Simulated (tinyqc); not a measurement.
Inversion-layer mobility, back-scattering and ballistic limit of a field-effect transistor: one step, computed by the program tinyqc.

The charge at the top of the source barrier is fixed by the gate; series resistance and short-channel effects are left out. F_j are Fermi integrals normalised to exp(eta) in the classical limit.

Task: Ballistic limit. F_j(eta) = (1/Gamma(j + 1)) int_0^infinity x^j/(1 + exp(x - eta)) dx, F_0 = ln(1 + exp(eta)). Integrals over x = E/(k_B T) use 160 Gauss-Legendre points in u = sqrt(x) from 0 to sqrt(max(eta, 0) + 32). Ballistic channel: N_2D = g_v m k_B T/(pi hbar^2), U = e V_D/(k_B T); eta_F solves N_inv = (N_2D/2)[F_0(eta_F) + F_0(eta_F - U)]; v_T = sqrt(2 k_B T/(pi m)); I/W = e (N_2D/2) v_T [F_1/2(eta_F) - F_1/2(eta_F - U)]; injection velocity v_T F_1/2(eta_F)/F_0(eta_F).

Inputs (values chosen for the exercise, modelled on a 4H-SiC n-channel): transport mass m = 0.29 m_0; valley degeneracy g_v = 3; drain voltage V_D = 0.97 V; temperature T = 300 K.

Statistics at the top of the barrier: Fermi-Dirac.

inversion density N_inv = 2.617121e+12 1/cm^2

Constants: m_0 = 9.1093837015e-31 kg; k_B = 1.380649e-23 J/K; hbar = 1.054571817e-34 J s; k_B = 8.617333262e-05 eV/K; e = 1.602176634e-19 C.

Give: N_2D; eta_F; thermal velocity v_T; injection velocity; ballistic current I/W.

Result:

N_2D = 9.395e+12 1/cm^2

eta_F = -0.2935

thermal velocity v_T = 0.9991 1e7 cm/s

injection velocity = 1.082 1e7 cm/s

ballistic current I/W = 453.8 microampere/micrometre

Degeneracy raises the injection velocity by a factor 1.08.
